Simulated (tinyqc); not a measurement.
Linear model of a band gap against the share of exact exchange: one step. Fixed shares. Two cases, with inputs chosen for the exercise.

Question. Gap, error against the target and eps for alpha = 0, 0.25 and 1/e0; and the alpha that meets the target, (Et - E0)/S.

E(alpha) = E0 + S alpha. A wider gap screens less, modelled in the Penn form eps(alpha) = 1 + (e0 - 1)(EP/(EP + S alpha))^2 with a scale EP chosen for the exercise. A dielectric-dependent hybrid takes alpha = 1/eps.

Case 1.

Values chosen (of the order of those of Ge; the results hold for these values, not for the real material): E0 = 0.08 eV (gap of the semi-local functional); S = 4.86 eV (slope dE/d(alpha)); e0 = 16.96 (optical dielectric constant at alpha = 0); EP = 8 eV (energy scale of the screening); Et = 0.75 eV (target gap).

Case 2.

Values chosen (of the order of those of SiC; the results hold for these values, not for the real material): E0 = 2.22 eV (gap of the semi-local functional); S = 6.3 eV (slope dE/d(alpha)); e0 = 7.26 (optical dielectric constant at alpha = 0); EP = 17.6 eV (energy scale of the screening); Et = 3.25 eV (target gap).

Give: a table of alpha, E (eV), E - Et (eV), eps; alpha for the target.

Answer.

Case 1.

Results:

| alpha | E (eV) | E - Et (eV) | eps |
|---|---|---|---|
| 0.0000 | 0.080 | -0.670 | 16.960 |
| 0.2500 | 1.295 | 0.545 | 13.029 |
| 0.0590 | 0.367 | -0.383 | 15.875 |

alpha for the target = 0.1379

A quarter of exact exchange overshoots the target by 0.55 eV: the material needs 0.138, and 1/e0 = 0.059 lies closer to it than 0.25 does.

Case 2.

Results:

| alpha | E (eV) | E - Et (eV) | eps |
|---|---|---|---|
| 0.0000 | 2.220 | -1.030 | 7.260 |
| 0.2500 | 3.795 | 0.545 | 6.274 |
| 0.1377 | 3.088 | -0.162 | 6.686 |

alpha for the target = 0.1635

A quarter of exact exchange overshoots the target by 0.54 eV: the material needs 0.163, and 1/e0 = 0.138 lies closer to it than 0.25 does.

Computed by tinyqc, one run a case: `OMP_NUM_THREADS=1 python tinyqc.py N N+1 out.jsonl` with N = 1880910, 1880999; one thread of a shared Intel(R) Xeon(R) Processor @ 2.30GHz, about 0.01 s a run at most.
